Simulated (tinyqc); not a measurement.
Defect, radiative and Auger recombination at equal electron and hole densities (ABC model): sweeps and comparisons. A value that a table varies takes the place of the one given here.

J/(e d) = Ae n + B n^2 + C n^3 with Ae = A + 4 S/w (four side walls, carriers spread evenly), e = 1.602176634e-19 C, lengths in cm; internal efficiency IQE = B n^2/(Ae n + B n^2 + C n^3); all injected carriers recombine in the layer.

Inputs chosen for the exercise (orders of magnitude like those quoted for InGaAs; the results hold for these values, not for the real material):

| symbol | value | unit | meaning |
|---|---|---|---|
| A | 6800000 | 1/s | defect rate |
| B | 8.2e-11 | cm^3/s | radiative coefficient |
| C | 2.4e-29 | cm^6/s | Auger coefficient |
| S | 0 | cm/s | recombination velocity of the side walls |
| w | 7.5 | micrometre | side of the square mesa |
| d | 39 | nm | active thickness |
| S2 | 1000 | cm/s | recombination velocity of the side walls in this comparison |
| J | 0.8 | A/cm^2 | current density |

## Efficiency against current

The slope is d ln(B n^2)/d ln J = 2 (Ae + B n + C n^2)/(Ae + 2 B n + 3 C n^2).

Results:

| J (A/cm^2) | n (1/cm^3) | IQE | slope | differential lifetime (ns) |
|---|---|---|---|---|
| 0.020 | 4.47e+15 | 0.0511 | 1.903 | 133 |
| 0.080 | 1.58e+16 | 0.160 | 1.722 | 106 |
| 0.30 | 4.54e+16 | 0.352 | 1.469 | 69.5 |
| 1.0 | 1.03e+17 | 0.545 | 1.267 | 40.8 |
| 5.0 | 2.65e+17 | 0.719 | 1.093 | 18.1 |
| 20 | 5.46e+17 | 0.762 | 0.997 | 8.50 |
| 80 | 1.06e+18 | 0.720 | 0.923 | 3.82 |
| 3.0e+02 | 1.91e+18 | 0.624 | 0.861 | 1.71 |
| 1.0e+03 | 3.16e+18 | 0.512 | 0.813 | 0.803 |
| 5.0e+03 | 5.95e+18 | 0.363 | 0.761 | 0.283 |

IQE peaks at 0.762 for J = 19 A/cm^2, where the slope passes 1. It is 0.0511 at the lowest current and 0.363 at the highest, a droop of 52 %. The slope runs from 1.90 to 0.76; its limits are 2 (defects alone), 1 (radiation alone) and 2/3 (Auger alone). In the 2 rows above about 2e18 1/cm^3 the bands are degenerate: B saturates and stimulated emission, left out, would clamp n in a laser cavity.

## Shrinking the mesa

S = S2; w takes the values listed.

Results:

| w (micrometre) | Ae (1/s) | IQE_max | J at the peak (A/cm^2) | IQE at J |
|---|---|---|---|---|
| 200 | 7.00e+06 | 0.760 | 19.7 | 0.503 |
| 100 | 7.20e+06 | 0.757 | 20.3 | 0.494 |
| 50 | 7.60e+06 | 0.752 | 21.6 | 0.476 |
| 20 | 8.80e+06 | 0.738 | 25.4 | 0.428 |
| 10 | 1.08e+07 | 0.718 | 32.1 | 0.360 |
| 5 | 1.48e+07 | 0.685 | 46.1 | 0.259 |
| 2 | 2.68e+07 | 0.618 | 92.6 | 0.114 |
| 1 | 4.68e+07 | 0.550 | 182 | 0.0438 |

The walls equal the bulk defect rate at w = 4 S/A = 5.88 micrometre. From 200 to 1 micrometre the peak efficiency falls from 0.76 to 0.55 and moves to a current 9.23 times higher; at the fixed J the efficiency goes from 0.503 to 0.0438. For large w diffusion to the walls, left out here, would limit the loss.

## Spreading the carriers over a thicker layer

d is multiplied by the factor listed, at the same J.

Results:

| factor | n (1/cm^3) | defect | radiative | Auger |
|---|---|---|---|---|
| 0.10 | 3.41e+17 | 0.181 | 0.745 | 0.0743 |
| 0.20 | 2.34e+17 | 0.249 | 0.703 | 0.0482 |
| 0.50 | 1.38e+17 | 0.366 | 0.609 | 0.0246 |
| 1.0 | 8.94e+16 | 0.475 | 0.512 | 0.0134 |
| 2.0 | 5.59e+16 | 0.594 | 0.400 | 0.00654 |
| 5.0 | 2.81e+16 | 0.746 | 0.252 | 0.00207 |
| 10 | 1.58e+16 | 0.839 | 0.160 | 0.000740 |
| 20 | 8.53e+15 | 0.906 | 0.0933 | 0.000233 |

The best factor listed is 0.1 (IQE 0.7446); the optimum factor equals J/J_peak = 0.042, a layer of 1.64 nm, since only J/d matters and the peak value 0.762 does not depend on d. A thicker layer trades Auger loss (0.0743 to 0.000233) for defect loss (0.181 to 0.906).

## What moves the efficiency

IQE_max = Q/(Q + 2) with Q = B/sqrt(Ae C), reached at n = sqrt(Ae/C). Each row changes one parameter from the base and keeps the others.

Results:

| case | n (1/cm^3) | IQE | IQE_max | J at the peak (A/cm^2) |
|---|---|---|---|---|
| base | 8.939e+16 | 0.5118 | 0.7624 | 19.0 |
| A = 13600000 1/s | 6.675e+16 | 0.2854 | 0.6941 | 41.8 |
| B = 1.23e-10 cm^3/s | 7.763e+16 | 0.5789 | 0.8280 | 26.3 |
| C = 4.8e-29 cm^6/s | 8.863e+16 | 0.5031 | 0.6941 | 10.5 |
| d = 78 nm | 5.588e+16 | 0.3999 | 0.7624 | 38.1 |
| J = 2.4 A/cm^2 | 1.753e+17 | 0.6560 | 0.7624 | 19.0 |

The largest shifts from the base row, up to three for each result and ties (the steps differ in size, so this ranks the rows, not the parameters). n (1/cm^3): J +8.59e+16, d -3.35e+16, A -2.26e+16. IQE: A -0.226, J +0.144, d -0.112. IQE_max: A -0.0683, C -0.0683, B +0.0656; unchanged at the printed digits by d and J. J at the peak (A/cm^2): A +22.8, d +19.0, C -8.58; unchanged at the printed digits by J.

tinyqc: `OMP_NUM_THREADS=1 python tinyqc.py 1680826 1680827 out.jsonl`; about 0.01 s, one thread, shared Intel(R) Xeon(R) Processor @ 2.30GHz.
